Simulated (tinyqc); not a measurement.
Electron continuity equation in a given potential, Scharfetter-Gummel discretisation: error of the current against the mesh.

Steady state in one dimension: J = q mu n E + q D dn/dx with E = -dpsi/dx and D = mu Vt, dJ/dx = q (n/tau - G), fixed densities nL and nR at the ends. The potential is given, psi = U x/L, and is not changed by the electrons.

Fluxes J_i = (q D/h)(n_(i+1) P_i - n_i Q_i), d_i = (psi_(i+1) - psi_i)/Vt: Scharfetter-Gummel P = B(d), Q = B(-d), B(d) = d/(exp(d) - 1); central P = 1 - d/2, Q = 1 + d/2; upwind P = 1 + max(-d, 0), Q = 1 + max(d, 0). Balance at each inner node: J_i - J_(i-1) = q h (n_i/tau - G). The reference is Scharfetter-Gummel on 4000 intervals or more. Errors are those of J on the first interval against the reference at its midpoint; errors under 1e-6 % are printed as 0.

Inputs (values chosen for the exercise); mobility that of a made-up semiconductor:
```
symbol,value,unit,meaning
T,450,K,temperature
mu,1400,cm^2/(V s),electron mobility
L,0.34,um,length of the region
nL,5.3e15,cm^-3,density at x = 0
nR,5.8e16,cm^-3,density at x = L
tau,7.9e-13,s,lifetime
G,0,cm^-3 s^-1,uniform generation rate
U,0.56,V,potential difference psi(L) - psi(0)
```

Constants: q = 1.602176634e-19 C, kB = 1.380649e-23 J/K, Vt = kB T/q. Results are converted to the units shown.

Result of one run:
```
N   largest |d|  reference J (A/cm^2)  SG error (%)  central error (%)  upwind error (%)
80       0.1805              -2.162e4        0.0303            4.49e-3             0.855
```

What becomes of these results when the number of intervals N is changed from 80 to 20, all else the same?

Result of the changed run:
```
N   largest |d|  reference J (A/cm^2)  SG error (%)  central error (%)  upwind error (%)
20       0.7221              -2.095e4         0.495             0.0751              3.50
```

The whole series:
```
N    largest |d|  reference J (A/cm^2)  SG error (%)  central error (%)  upwind error (%)
5          2.888              -1.848e4          7.62               1.42              14.9
10         1.444              -2.010e4          1.99              0.315              7.18
20        0.7221              -2.095e4         0.495             0.0751              3.50
40        0.3610              -2.140e4         0.122             0.0183              1.72
80        0.1805              -2.162e4        0.0303            4.49e-3             0.855
160      0.09026              -2.173e4       7.52e-3            1.11e-3             0.426
```

From N = 80 to 160 the error shrinks by 4.0 (Scharfetter-Gummel), 4.1 (central), 2.0 (upwind); 4 marks second order and 2 first order. At N = 5 the errors are 7.6, 1.4 and 15 %. The central densities go negative for N = 5, so its current there is not to be trusted, whatever its error.

Range of the model: The drift velocity mu E exceeds 1e7 cm/s somewhere, where real mobilities no longer stay constant.

Program tinyqc, `OMP_NUM_THREADS=1 python tinyqc.py 2220121 2220122 out.jsonl`; Intel Xeon 2.30GHz, shared host, one thread, about 0.01 s.
